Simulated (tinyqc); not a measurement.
Hot electrons in a saturated n-channel MOSFET, lucky-electron model: two steps of the calculation.

Beyond pinch-off the lateral field grows as Esat cosh(y/l) over the velocity-saturated region (pseudo-two-dimensional model). Impact ionisation in this region gives the substrate current, which biases the body forward through Rsub. Currents are per width. Local-field laws: they overstate ionisation when the field peak is narrower than an energy relaxation length.

Inputs (values chosen for the exercise); values close to those of silicon n-channel devices: channel length L = 0.8 um; oxide thickness tox = 17 nm; junction depth xj = 260 nm; threshold VT = 0.61 V; effective mobility mu = 380 cm^2/(V s); saturation velocity vs = 7.2e6 cm/s; ionisation prefactor Ai = 2e6 1/cm; ionisation field Bi = 1.79 MV/cm; resistance of the lightly doped drain Rd = 700 ohm um; substrate resistance Rsub = 2000 ohm um; fall of VT per volt of forward body bias kb = 0.44; drain voltage Vd = 3.9 V; gate voltage Vg = 2.2 V.

Constants: eps0 = 8.8541878128e-14 F/cm where lengths are in cm. Results are converted to the units shown.

Task 1. Length and field scales. Cox = 3.9 eps0/tox, l = sqrt(3 tox xj), Esat = 2 vs/mu.

Wanted: Cox; l; Esat; Esat L.

Result 1.

Cox = 0.2031 uF/cm^2
l = 115.2 nm
Esat = 0.03789 MV/cm
Esat L = 3.032 V

Task 2. Body bias from the substrate current. Cox = 3.9 eps0/tox. Overdrive g = Vg - VT + kb Vb; Vdsat = g Esat L/(g + Esat L); Id = Cox vs (g - Vdsat); dV = Vd - Id Rd - Vdsat; Em = sqrt((dV/l)^2 + Esat^2); Isub = Id (Ai/Bi) l Em exp(-Bi/Em). Vb(new) = Rsub Isub.

Vb at the start = 0 V
l = 115.15207 nm
Esat = 0.037894737 MV/cm

Find: Vdsat; Id; dV; Em; Isub; Vb after iteration 1.

Result 2.

Vdsat = 1.043 V
Id = 80.00 uA/um
dV = 2.801 V
Em = 0.2462 MV/cm
Isub = 0.1762 uA/um
Vb after iteration 1 = 3.524e-4 V

tinyqc, about 0.01 s, one thread, Intel Xeon 2.30GHz (shared host): `OMP_NUM_THREADS=1 python tinyqc.py 2550044 2550045 out.jsonl`
